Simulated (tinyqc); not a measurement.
From results back to parameters: k.p values derived from sp3s* tight binding at Gamma. Three cases, with inputs chosen for the exercise.

Problem. The electron mass obeys m0/m = A + Ep/EG, where A gathers the direct term and the higher bands, and Ep = P^2/c with c = hbar^2/2m0, P = (a/4)(sa pc Vsapc + sc pa Vscpa). The mass comes from a hidden Vscpa (s cation, p anion); sa, sc are the anion and cation parts of S+, the upper s level at Gamma, and pa, pc those of P-, the lower p level (P+ is the upper one).

Constants: hbar^2/2m0 = 3.80998211 eV angstrom^2.

Case 1.

Values chosen (out of a larger set: near a published set for GaAs, fitted to gaps, whose masses and valley positions are rough; not measured data): a = 5.658 angstrom (lattice constant); Vsapc = 4.474 eV (s anion, p cation).

m = 0.1157414 m0
A = -1.55982
EG = 1.545205 eV

sa, sc, pa, pc: 0.546667  -0.837350  0.882288  -0.470711

Case 2.

Values chosen (out of a larger set: near a published set for InAs, fitted to gaps, whose masses and valley positions are rough; not measured data): a = 6.052 angstrom (lattice constant); Vsapc = 3.012 eV (s anion, p cation).

m = 0.0317879 m0
A = -1.53604
EG = 0.440789 eV

sa, sc, pa, pc: 0.493233  -0.869897  0.896824  -0.442388

Case 3.

Values chosen (out of a larger set: near a published set for GaAs, fitted to gaps, whose masses and valley positions are rough; not measured data): a = 5.652 angstrom (lattice constant); Vsapc = 4.441 eV (s anion, p cation).

m = 0.1207377 m0
A = -1.54474
EG = 1.557858 eV

sa, sc, pa, pc: 0.544808  -0.838561  0.880464  -0.474113

Find: Ep; Vscpa.

Solution. Ep = (m0/m - A) EG gives |P|; both terms of P have the sign of sc pa, and the linear relation gives Vscpa. A is held fixed, though its part from P+ also depends on Vscpa.

Case 1.

Ep = 15.76 eV
Vscpa = 5.86 eV

Case 2.

Ep = 14.54 eV
Vscpa = 5.46 eV

Case 3.

Ep = 15.31 eV
Vscpa = 5.77 eV

Computed by tinyqc, one run a case: `OMP_NUM_THREADS=1 python tinyqc.py N N+1 out.jsonl` with N = 1481219, 1481228, 1481238; one thread of a shared Intel(R) Xeon(R) Processor @ 2.30GHz, about 0.01 s a run at most.
